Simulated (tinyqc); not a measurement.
# Retention against temperature

Retention: filled traps are spread evenly in depth from E1 to E2, and each empties at the rate nu exp(-E/kB T). The share left is the mean of exp(-nu t exp(-E/kB T)) = [kB T/(E2 - E1)] [E1x(nu t exp(-E2/kB T)) - E1x(nu t exp(-E1/kB T))], E1x the exponential integral; traps shallower than about Ed = kB T ln(nu t) are empty. t = 3.15576e8 s; the last column is the bake time at 523 K with the same Ed.

Inputs (values chosen for the exercise): shallowest trap depth E1 = 0.93 eV; deepest trap depth E2 = 1.92 eV; attempt frequency nu = 1e13 1/s.

Constants: q = 1.602176634e-19 C, kB = 1.380649e-23 J/K, Vt = kB T/q. Results are converted to the units shown.

Retention against temperature:
```
T (K)  Ed (eV)  share left  equivalent bake at 523 K (s)
300      1.280      0.6316                        0.2149
328      1.399      0.5096                         3.042
358      1.527      0.3788                         52.05
378      1.613      0.2916                         345.6
398      1.698      0.2045                          2295
423      1.804     0.09698                       2.446e4
448      1.911     0.01223                       2.607e5
```

The share left falls from 0.632 to 0.0122. Apart from the width of the edge only the product T ln(nu t) counts, so ten years at 358 K equal 52.0 s at 523 K; no single activation energy describes the loss, since Ed itself moves.

Program tinyqc, `OMP_NUM_THREADS=1 python tinyqc.py 2130038 2130039 out.jsonl`; Intel Xeon 2.30GHz, shared host, one thread, about 0.04 s.
